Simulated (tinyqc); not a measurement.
Full spectrum, Debye and Einstein heat capacities: Born-von Karman spring model of a cubic crystal with one atom per cell. Computed by tinyqc, a small Python program. Command: `OMP_NUM_THREADS=1 python tinyqc.py 3009111 3009112 out.jsonl springs walk`. One thread of a shared host (Intel(R) Xeon(R) Processor @ 2.30GHz), about 0.09 s of CPU time with the checks.

First neighbours lie at a/2 (1,1,0) (12 of them), second at a (1,0,0) (6), with all permutations and signs; the volume per atom is Omega = a^3/4.

Inputs (values chosen for the exercise, for a model crystal): lattice constant a = 3.78 angstrom; atomic mass M = 97.3 u; radial spring k1L = 0.711 eV/angstrom^2; transverse spring k1T = 0.056 eV/angstrom^2; radial spring k2L = 0.096 eV/angstrom^2; transverse spring k2T = -0.0052 eV/angstrom^2.

Lattice: fcc.

Constants: 1 eV/angstrom^3 = 160.2176634 GPa; u = 1.6605390666e-27 kg; hbar = 1.054571817e-34 J s; k_B = 1.380649e-23 J/K; nu for 1 eV/(angstrom^2 u) = 15.6333042 THz; h x 1 THz = 4.135667696 meV; k_B = 8.617333262e-05 eV/K.

Method:
- [ij,kl] = (1/(2 Omega)) sum_R K_ij R_k R_l; C11 = [xx,xx], C44 = [xx,yy], C12 = 2 [xy,xy] - C44; B = (C11 + 2 C12)/3; Zener ratio A = 2 C44/(C11 - C12). K(R) = kL n n^T + kT (1 - n n^T).
- rho = M/Omega and v = sqrt(C/rho), with C = C11, C44, C44 along [100]; (C11 + C12 + 2 C44)/2, C44, (C11 - C12)/2 along [110]; (C11 + 2 C12 + 4 C44)/3 and twice (C11 - C12 + C44)/3 along [111].
- Christoffel matrix G_xx = C11 n_x^2 + C44 (1 - n_x^2), G_xy = (C12 + C44) n_x n_y, with eigenvalues rho v^2; v_m^-3 is the mean of v^-3 over three branches and all directions (12 Gauss-Legendre points in cos(theta) times 24 angles phi = (j + 1/2) pi/12); q_D = (6 pi^2/Omega)^(1/3); Theta = hbar v_m q_D/k_B.
- A neighbour at R with unit vector n couples by the matrix K(R) = kL n n^T + kT (1 - n n^T), and D(q) = (1/M) sum_R K(R) [1 - cos(q.R)].
- An eigenvalue lambda of D in eV/(angstrom^2 u) gives nu = 15.6333042 THz x sqrt(lambda).
- Mesh: q = sum_i (m_i + 1/2)/n b_i, m_i = 0..n-1, with b = [[-1, 1, 1], [1, -1, 1], [1, 1, -1]] in 2 pi/a; sums are averages over the n^3 points (here n = 14), per atom.
- With x = h nu/(k_B T) and n = 1/(exp(x) - 1) for each mode: F = k_B T [x/2 + ln(1 - exp(-x))], U = k_B T x (n + 1/2), S/k_B = x n - ln(1 - exp(-x)), C/k_B = x^2 n (n + 1).
- Debye: C = 9 k_B (T/Theta)^3 int_0^(Theta/T) x^4 e^x/(e^x - 1)^2 dx with the elastic Theta. Einstein: three modes at the root-mean-square frequency. The last column is the Theta that makes the Debye formula give the full C at that T.

elastic Debye temperature = 232.247 K

root-mean-square frequency = 2.9494 THz

Heat capacity (k_B/atom):
```
T (K)  full spectrum   Debye  Einstein  Theta from C (K)
28            0.6349  0.3779    0.4951            187.21
42            1.3422  0.9306    1.2565            184.25
58            1.9075  1.5073    1.8679            183.41
81            2.3545  2.0547    2.3404            183.04
120           2.6786  2.5055    2.6751            182.86
170           2.8335  2.7377    2.8325            182.80
230           2.9074  2.8525    2.9071            182.77
350           2.9595  2.9350    2.9594            182.75
```

What follows from these numbers?

The apparent Theta runs from 183 to 187 K against the elastic 232 K; at high T it tends to sqrt(5/3) h nu_rms/k_B = 183 K. At the lowest T the Debye value is 0.60 and the Einstein value 0.78 times the full one; dispersion bends the branches below the sound lines, so the real spectrum has more low modes than Debye assumes. At the highest T Debye misses by 0.83 % and Einstein by 0.0019 %.

Extremes, crossings and ranges named in words are read from the listed rows.
